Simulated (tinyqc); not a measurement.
Poole-Frenkel parameters from three currents.

Inverse problem. Poole-Frenkel conduction in an insulator follows J = s0 F exp[-(pt - sqrt(q F/(pi eps0 ei)))/Vt], Vt = kB T/q, F in V/cm. Find ei, pt and s0.

Constants: q = 1.602176634e-19 C, kB = 1.380649e-23 J/K, eps0 = 8.8541878128e-14 F/cm where lengths are in cm. Results are converted to the units shown.

J at (1.12 MV/cm, 325 K), (4.5 MV/cm, 325 K) and (4.5 MV/cm, 375 K) (A/cm^2): [5.6700312e-7, 2.0976631, 8.4427121]

Solution. The two fields give the lowering coefficient and so ei; the two temperatures give the lowered barrier, to which the lowering is added back.

ei = 4.40
pt = 1.06 eV
s0 = 0.0160 S/cm

Numbers from tinyqc (`OMP_NUM_THREADS=1 python tinyqc.py 2370056 2370057 out.jsonl`; about 0.01 s on one thread of a shared Intel Xeon 2.30GHz).
